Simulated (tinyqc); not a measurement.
Monte Carlo simulation of one carrier in a uniform electric field: one step, computed by the program tinyqc.

The force e F acts along +z. Flights end at the constant total rate Gamma; the part of Gamma that the real rates do not fill is self-scattering, which leaves k unchanged. One valley, no impurities; equivalent final valleys enter only through Z_f in the optical rate.

Question. Scattering event 2. Kane band: hbar^2 k^2/(2 m) = E (1 + alpha E), speed v = hbar k/(m (1 + 2 alpha E)), states per spin, volume and energy g(E) = m k (1 + 2 alpha E)/(2 pi^2 hbar^2); overlap factors are set to 1. Masses are multiplied by m_0 and all formulas are in SI units. Phonon occupation N_q = 1/(exp(hbar w/(k_B T)) - 1). Acoustic deformation potential (elastic, equipartition, absorption and emission together): 1/tau = 2 pi k_B T D_A^2 g(E)/(hbar rho v_l^2). Optical or intervalley deformation potential: 1/tau = (pi Z_f D_o^2/(rho w)) [N_q g(E + hbar w) + (N_q + 1) g(E - hbar w)], with g = 0 below the band edge. Choice: with cumulative rates in the order acoustic, absorption, emission, the process is the first whose sum exceeds r2 Gamma; if none, self-scattering. Final state: E' = E, E + hbar w or E - hbar w gives k'. Isotropic processes: cos(theta) = 1 - 2 r3 from the z axis, phi = 2 pi r4, k' (sin theta cos phi, sin theta sin phi, cos theta). Use row 2 of the random numbers.

Inputs (values chosen for the exercise, modelled on holes in germanium):
```
quantity                                          value       unit
effective mass m                                  0.306        m_0
non-parabolicity alpha                             0.33       1/eV
density rho                                        5323     kg/m^3
sound velocity v_l                                 5320        m/s
acoustic deformation potential D_A                  5.1         eV
phonon energy hbar w                               38.2        meV
optical or intervalley deformation potential D_o    8.2  1e8 eV/cm
final valleys Z_f                                     1          -
lattice temperature T                               500          K
```

Crystal: non-polar. Band: Kane.

k at the end of the flight (1/nm): 0.2600000  0.1700000  0.2825447

Random numbers (0.02 to 0.98, from up to 60 sets tried for early real events), one row a flight:
```
       r1      r2      r3      r4
1  0.9650  0.5161  0.7978  0.8369
2  0.8942  0.0419  0.4129  0.4886
3  0.1700  0.3614  0.3273  0.8418
4  0.2245  0.1759  0.8419  0.8258
5  0.1670  0.2494  0.3626  0.3017
6  0.5340  0.9207  0.9224  0.3727
7  0.0606  0.2486  0.6218  0.1489
```

Gamma = 43.13618 1e12/s

Constants: hbar = 1.054571817e-34 J s; m_0 = 9.1093837015e-31 kg; e = 1.602176634e-19 C; k_B = 1.380649e-23 J/K; hbar = 6.582119569e-16 eV s; k_B = 8.617333262e-05 eV/K.

Give: cumulative rates; r2 Gamma; process chosen; k after event 2, the start of the next flight.

Answer.

cumulative rates (1e12/s): acoustic 0.9859, absorption 2.1243, emission 2.1243

r2 Gamma = 1.8074 1e12/s

Process chosen: absorption

k after event 2, the start of the next flight (1/nm): -0.68852  0.04940  0.12212
